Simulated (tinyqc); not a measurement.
# A square-lattice strip 2 sites wide, recursive Green functions, step by step

tinyqc, about 0.01 s, one thread, Intel Xeon 2.30GHz (shared host): `OMP_NUM_THREADS=1 python tinyqc.py 2660025 2660026 out.jsonl` Printed values are rounded.

The device has N = 5 slices of 2 site(s), nearest-neighbour hopping -t, and site energies U; the leads are semi-infinite continuations with site energy 0. V = <i+1|H|i> = -t 1.

Inputs (values chosen for the exercise):
- t = 1 eV (hopping (matrix element -t))
- U = [-0.7, -0.42, -1.02, 0.46, -0.51, 0.44, 0.6, -0.09, 0.51, 0.18] eV (site energies, slice by slice (2 a slice))
- E = -1.66 eV (energy)

## Self-energy of the leads

Transverse modes n = 1..2: chi_n(j) = sqrt(2/3) sin(pi n j/3), energy e_n = -2 t cos(pi n/3). Sigma = t^2 sum_n chi_n chi_n^T g(E - e_n), g(x) = (x - i sqrt(4 t^2 - x^2))/(2 t^2) for |x| < 2 t and (x - sign(x) sqrt(x^2 - 4 t^2))/(2 t^2) otherwise; Gamma = i (Sigma - Sigma^dagger); both leads give the same.

Sigma (eV):

|  | 1 | 2 |
|---|---|---|
| 1 | -0.391565-0.471990i | 0.061565-0.471990i |
| 2 | 0.061565-0.471990i | -0.391565-0.471990i |

Gamma (eV):

|  | 1 | 2 |
|---|---|---|
| 1 | 0.943981 | 0.943981 |
| 2 | 0.943981 | 0.943981 |

open modes = 1

## Slice 1

Forward pass: g_1 = (E - H_1 - Sigma)^(-1), g_i = (E - H_i - V g_(i-1) V^dagger)^(-1), with Sigma also subtracted on the last slice; G_(i,1) = g_i V G_(i-1,1), starting from g_1. H_i is the block of slice i: its site energies on the diagonal and -t between neighbouring rows.

g_1 (1/eV):

|  | 1 | 2 |
|---|---|---|
| 1 | -0.153663-0.585130i | 0.430054-0.493441i |
| 2 | 0.430054-0.493441i | -0.196973-0.416119i |

## Slice 2

As before.

g_2 (1/eV):

|  | 1 | 2 |
|---|---|---|
| 1 | -0.496918-0.856959i | 0.148225-0.349418i |
| 2 | 0.148225-0.349418i | -0.355594-0.142473i |

G_(2,1) (1/eV):

|  | 1 | 2 |
|---|---|---|
| 1 | 0.533747-0.199035i | 0.811156+0.116192i |
| 2 | 0.450458-0.081155i | 0.097916+0.047376i |

## Slice 3

As before.

g_3 (1/eV):

|  | 1 | 2 |
|---|---|---|
| 1 | -0.209165-0.759383i | 0.083130-0.405906i |
| 2 | 0.083130-0.405906i | -0.433643-0.216965i |

G_(3,1) (1/eV):

|  | 1 | 2 |
|---|---|---|
| 1 | 0.258280+0.553277i | 0.054061+0.676088i |
| 2 | 0.249366+0.295738i | -0.082413+0.361383i |

## Slice 4

As before.

g_4 (1/eV):

|  | 1 | 2 |
|---|---|---|
| 1 | -0.332480-0.312354i | -0.082873-0.386608i |
| 2 | -0.082873-0.386608i | -0.717412-0.478513i |

G_(4,1) (1/eV):

|  | 1 | 2 |
|---|---|---|
| 1 | -0.180615+0.385544i | -0.339748+0.239759i |
| 2 | -0.155114+0.477196i | -0.488951+0.296755i |

## Slice 5

As before.

g_5 (1/eV):

|  | 1 | 2 |
|---|---|---|
| 1 | -0.257085-0.197100i | 0.231537-0.276266i |
| 2 | 0.231537-0.276266i | -0.212490-0.390313i |

G_(5,1) (1/eV):

|  | 1 | 2 |
|---|---|---|
| 1 | -0.218343-0.089823i | -0.103374-0.209116i |
| 2 | -0.283909-0.098309i | -0.207297-0.277160i |

## Transmission and its channels

T(E) = Tr[Gamma G_(N,1) Gamma G_(N,1)^dagger]. The non-zero eigenvalues T_n of the matrix under the trace are the channel transmissions; Fano factor sum T_n (1 - T_n)/sum T_n.

T(E) = 0.994173
T_n: [0.994173]
Fano factor = 0.00582669

With 1 open mode(s) in the leads T(E) cannot exceed 1. Inverting the whole matrix gives the same value.
